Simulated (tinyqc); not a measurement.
Changing the thickness d: permeation of metal atoms or ions through a thin barrier or dielectric: time lag, field-aided drift and lifetime. Computed by tinyqc, a small Python program. Command: `OMP_NUM_THREADS=1 python tinyqc.py 3030659 3030660 out.jsonl barrier sweep`. One thread of a shared host (Intel(R) Xeon(R) Processor @ 2.30GHz), about 0.04 s of CPU time with the checks.

The film 0 < x < d is empty at first; C = C0 at x = 0 and C = 0 at x = d. dC/dt = D d2C/dx2.

Inputs (values chosen for the exercise, for a model case: neutral metal atoms through a barrier):
```
quantity                                   value    unit
prefactor D0                                 0.1  cm^2/s
activation energy E                         1.47      eV
concentration at the source side C0      1.3e+17  1/cm^3
charge number z                                0       -
voltage V (positive drives ions across)        0       V
critical dose Q_c                          4e+10  1/cm^2
test temperature T                           225       C
use temperature T_u                           85       C
```

Constants: k_B = 8.617333262e-05 eV/K.

Method:
- D = D0 exp(-E/(k_B T)); time scale d^2/D; Peclet number P = z V/(k_B T), k_B T in eV; 1 nm = 1e-7 cm.
- Temperatures in kelvin are T(C) + 273.15.
- Steady flux J = (D C0/d) P/(1 - exp(-P)); time lag in units of d^2/D: s_L = [P (1 + exp(-P))/(1 - exp(-P)) - 2]/P^2 (P = 0: J = D C0/d, s_L = 1/6).
- Dose through the film Q(s) = C0 d {f (s - s_L) - 2 exp(P/2) sum_(n=1..200) (-1)^n n^2 pi^2 exp(-l_n s)/l_n^2}, l_n = n^2 pi^2 + P^2/4, f = P/(1 - exp(-P)) the relative flux.
- Solve Q = Q_c for s. At the use temperature D and P take T_u, with the same C0 and V; 1 year = 3.15576e7 s.

One run for each value:
```
thickness d (nm)  failure time at T (s)  time lag (s)  s at the critical dose  steady flux J (1/(cm^2 s))
0.92                                221    1.0505e+01                  3.5111                  1.8975e+08
1.40                                345    2.4326e+01                  2.3645                  1.2469e+08
2.20                                564    6.0071e+01                  1.5653                  7.9350e+07
3.30                                891    1.3516e+02                  1.0991                  5.2900e+07
7.70                               2497    7.3588e+02                  0.5655                  2.2671e+07
12.00                              4502    1.7873e+03                  0.4199                  1.4547e+07
18.00                              7957    4.0213e+03                  0.3298                  9.6983e+06
28.00                             15248    9.7306e+03                  0.2612                  6.2346e+06
```

Give the missing row, thickness d (nm) = 5.00.

Computed row:
```
thickness d (nm)  failure time at T (s)  time lag (s)  s at the critical dose  steady flux J (1/(cm^2 s))
5.00                               1456    3.1029e+02                  0.7820                  3.4914e+07
```

Interpolating between the two neighbouring rows (the first column on a logarithmic scale, the others too where they are positive) misses most in failure time at T (s), by 1.5 %. Over the rows, failure time at T (s) rises from 221 to 15200 (exponent d ln y / d ln x 1.1 between the first rows and 1.5 between the last); time lag (s) rises from 10.5 to 9730 (exponent d ln y / d ln x about 2.0 throughout); s at the critical dose falls from 3.51 to 0.261 (exponent d ln y / d ln x -0.94 between the first rows and -0.53 between the last). At the low end the exponent of failure time at T is 1.06, close to 1: steady flow: J scales as 1/d. The exponent of time lag stays at 2: the lag scales as d^2/D, with P independent of d.

Caution (rows 0.920, 1.40): a film of a few atomic layers is beyond a continuum description. Caution (all rows): grain boundaries, pinholes, trapping and space charge are left out; thin real barriers usually fail at defects.
